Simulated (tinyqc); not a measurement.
Worked calculation: RKS/LDA (VWN5) in the sto-3g basis, for H4, spin multiplicity 1. One step of it, computed by the program tinyqc.

Problem. Iteration 2: building the Kohn-Sham matrix. J_ij = sum D_kl (ij|kl); F = H + J + V_xc; E = tr D H + tr D J / 2 + E_xc + E_nn.

D after iteration 1, lower triangle:
```
           1H 1s      2H 1s     3H 1s     4H 1s
1H 1s   0.774215
2H 1s   0.774215   0.774215
3H 1s  -0.106157  -0.106157  0.774215
4H 1s  -0.106157  -0.106157  0.774215  0.774215
```

core Hamiltonian H = T + V (hartree), lower triangle:
```
           1H 1s      2H 1s      3H 1s      4H 1s
1H 1s  -1.341330
2H 1s  -0.566545  -1.341330
3H 1s  -0.219532  -0.115653  -1.341330
4H 1s  -0.115653  -0.219532  -0.566545  -1.341330
```

Two-electron integrals (ij|kl) in chemists' order, unique and non-zero (hartree):
```
(11|11) 0.774606   (21|11) 0.177142   (21|21) 0.058787   (22|11) 0.379021
(22|21) 0.177142   (22|22) 0.774606   (31|11) 0.057028   (31|21) 0.015149
(31|22) 0.037399   (31|31) 0.007611   (32|11) 0.022762   (32|21) 0.007903
(32|22) 0.024918   (32|31) 0.003208   (32|32) 0.001703   (33|11) 0.265116
(33|21) 0.078870   (33|22) 0.219929   (33|31) 0.057028   (33|32) 0.024918
(33|33) 0.774606   (41|11) 0.024918   (41|21) 0.007903   (41|22) 0.022762
(41|31) 0.003208   (41|32) 0.001669   (41|33) 0.022762   (41|41) 0.001703
(42|11) 0.037399   (42|21) 0.015149   (42|22) 0.057028   (42|31) 0.005007
(42|32) 0.003208   (42|33) 0.037399   (42|41) 0.003208   (42|42) 0.007611
(43|11) 0.078870   (43|21) 0.025887   (43|22) 0.078870   (43|31) 0.015149
(43|32) 0.007903   (43|33) 0.177142   (43|41) 0.007903   (43|42) 0.015149
(43|43) 0.058787   (44|11) 0.219929   (44|21) 0.078870   (44|22) 0.265116
(44|31) 0.037399   (44|32) 0.022762   (44|33) 0.379021   (44|41) 0.024918
(44|42) 0.057028   (44|43) 0.177142   (44|44) 0.774606
```

nuclear repulsion = 1.75565680 hartree

V_xc (hartree), lower triangle:
```
           1H 1s      2H 1s      3H 1s      4H 1s
1H 1s  -0.412794
2H 1s  -0.118925  -0.412794
3H 1s  -0.038235  -0.019438  -0.412794
4H 1s  -0.019438  -0.038235  -0.118925  -0.412794
```

E_xc = sum of w rho eps_xc = -1.24232368 hartree

Give: Coulomb J; Kohn-Sham matrix F; total energy of this density.

Solution.

Coulomb J (hartree), lower triangle:
```
        1H 1s   2H 1s   3H 1s   4H 1s
1H 1s  1.6349
2H 1s  0.5177  1.6349
3H 1s  0.1891  0.0962  1.6349
4H 1s  0.0962  0.1891  0.5177  1.6349
```

Kohn-Sham matrix F (hartree), lower triangle:
```
         1H 1s    2H 1s    3H 1s    4H 1s
1H 1s  -0.1192
2H 1s  -0.1677  -0.1192
3H 1s  -0.0687  -0.0389  -0.1192
4H 1s  -0.0389  -0.0687  -0.1677  -0.1192
```

total energy of this density = -1.980083 hartree
